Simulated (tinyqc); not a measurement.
AlGaN/GaN HEMT with access regions, lumped model: one step of the calculation.

A polarisation-induced electron sheet under a Schottky gate, in series with two ungated access regions and contacts. Drift law v = mu E/(1 + mu E/vs) under the gate. Currents in mA/mm, resistances in ohm mm. No self-heating, no channel-length modulation; fits for polarisation, barrier and offset are chosen for the exercise.

Task. Drain current. Access resistance R(L, n) = L/(q mu n sqrt(1 - (I/(q n vs))^2)); Rs = Rc + R(Ls, n0), Rd = Rc + R(Ld, (1 - ft) n0). Vg' = Vg - I Rs, Vd' = Vd - I (Rs + Rd); with u = Vg' - VT, Vc = vs Lg/mu and w the smaller of Vd' and Vc [sqrt(1 + 2 u/Vc) - 1] (0 if negative), the channel gives (mu Cb/Lg)(u w - w^2/2)/(1 + w/Vc). I(new) is that channel current.

Inputs (values chosen for the exercise); values close to those of AlGaN/GaN structures:

| symbol | value | unit | meaning |
|---|---|---|---|
| mu | 1800 | cm^2/(V s) | channel mobility |
| vs | 1.1e7 | cm/s | saturation velocity |
| Lg | 0.15 | um | gate length |
| Ls | 0.5 | um | source access length |
| Ld | 2 | um | drain access length |
| Rc | 0.24 | ohm mm | resistance of each contact |
| ft | 0 |  | share of the drain-access electrons removed by traps |
| Vg | 0 | V | gate voltage |
| Vd | 4 | V | drain voltage |

Constants: q = 1.602176634e-19 C. Results are converted to the units shown.

I at the start = 880 mA/mm
VT = -4.9855552 V
Cb = 0.27743122 uF/cm^2
n0 = 8.6329349e12 cm^-2

Wanted: Rs; Rd; Vg'; Vd'; channel current; I after iteration 1.

Result.

Rs = 0.4862 ohm mm
Rd = 1.225 ohm mm
Vg' = -0.4278 V
Vd' = 2.494 V
channel current = 1139 mA/mm
I after iteration 1 = 1139 mA/mm

tinyqc, about 0.02 s, one thread, Intel Xeon 2.30GHz (shared host): `OMP_NUM_THREADS=1 python tinyqc.py 2570072 2570073 out.jsonl`
